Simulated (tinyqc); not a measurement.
# Changing the dose Q

Model: implant damage, amorphisation by cascade overlap, and solid-phase epitaxial regrowth. Computed by tinyqc, a small Python program. Command: `OMP_NUM_THREADS=1 python tinyqc.py 3111472 3111473 out.jsonl sper sweep`. One thread of a shared host (Intel(R) Xeon(R) Processor @ 2.30GHz), about 0.01 s of CPU time with the checks.

Range and width of the damage are inputs. Dynamic annealing enters only through the surviving share f.

Inputs (values chosen for the exercise, modelled on germanium ions in germanium):
```
quantity                           value    unit
atomic density N                    44.2  1/nm^3
ion Z1                                32       -
ion mass M1                         72.6       u
target Z2                             32       -
target mass M2                     72.63       u
ion energy E                          45     keV
displacement energy E_d               17      eV
depth of the damage peak R_d          21      nm
width of the damage profile s_d       10      nm
share of defects that survive f     0.38       -
critical displaced share x_c       0.095       -
regrowth prefactor v0            3.5e+16    nm/s
regrowth energy E_a                 2.16      eV
anneal temperature                   410       C
rate relative to (100)              0.33       -
peak enhancement by the dopant        12       -
```

Constants: a_0 = 0.529177210903 angstrom; e^2/(4 pi eps_0) = 14.39964548 eV angstrom; k_B = 8.617333262e-05 eV/K.

Method:
- Robinson partition: eps = E a M2/(Z1 Z2 (e^2/(4 pi eps_0)) (M1 + M2)), a = 0.8853 a_0/sqrt(Z1^(2/3) + Z2^(2/3)); k = 0.0793 Z1^(2/3) Z2^(1/2) (M1 + M2)^(3/2)/((Z1^(2/3) + Z2^(2/3))^(3/4) M1^(3/2) M2^(1/2)); damage energy T_d = E/(1 + k (eps + 0.40244 eps^(3/4) + 3.4008 eps^(1/6))); displacements nu = 0.8 T_d/(2 E_d).
- Displaced share x(z) = f nu Q exp(-(z - R_d)^2/(2 s_d^2))/(sqrt(2 pi) s_d N); the layer is amorphous where x > x_c, between R_d -/+ s_d sqrt(2 ln(x_max/x_c)), the upper edge being cut at the surface. Threshold dose Q_c = Q x_c/x_max.
- Displaced atoms per area beyond the lower edge z2: f nu Q (1/2) erfc((z2 - R_d)/(sqrt2 s_d)); they are not removed by regrowth.
- v = v0 x orientation factor x exp(-E_a/(k_B T)) x [1 + (enhancement - 1) exp(-(z - R_d)^2/(2 s_d^2))], T = anneal temperature + 273.15 K; the dopant is taken to follow the damage profile; the lower front moves from the lower edge z2 to the surface, or to the middle (z1 + z2)/2 of a buried layer with upper edge z1; time = int dz/v; the equivalent undoped distance is that time times the undoped velocity.

One run for each value:
```
dose Q (1/cm^2)  lower edge (nm)  upper edge (nm)  displaced atoms beyond z2 (1/cm^2)  time with enhancement (s)
6.20e+13                  31.009           10.991                          2.7518e+15                      0.730
1.30e+14                  36.756            5.244                          2.0961e+15                      1.486
2.60e+14                  40.670            1.330                          1.7914e+15                      2.381
5.40e+14                  44.088            0.000                          1.5849e+15                      6.383
1.10e+15                  46.988            0.000                          1.4415e+15                      7.783
2.30e+15                  49.686            0.000                          1.3283e+15                      9.373
4.70e+15                  52.078            0.000                          1.2410e+15                     10.952
9.70e+15                  54.328            0.000                          1.1683e+15                     12.530
2.00e+16                  56.432            0.000                          1.1073e+15                     14.052
```

Over the rows, lower edge (nm) rises from 31.0 to 56.4 (exponent d ln y / d ln x 0.23 between the first rows and 0.053 between the last); upper edge (nm) falls from 11.0 to 0, flat over part of the range; displaced atoms beyond z2 (1/cm^2) falls from 2.75e15 to 1.11e15 (exponent d ln y / d ln x -0.37 between the first rows and -0.074 between the last).  Left out: 3.00e13 (the dose does not amorphise).
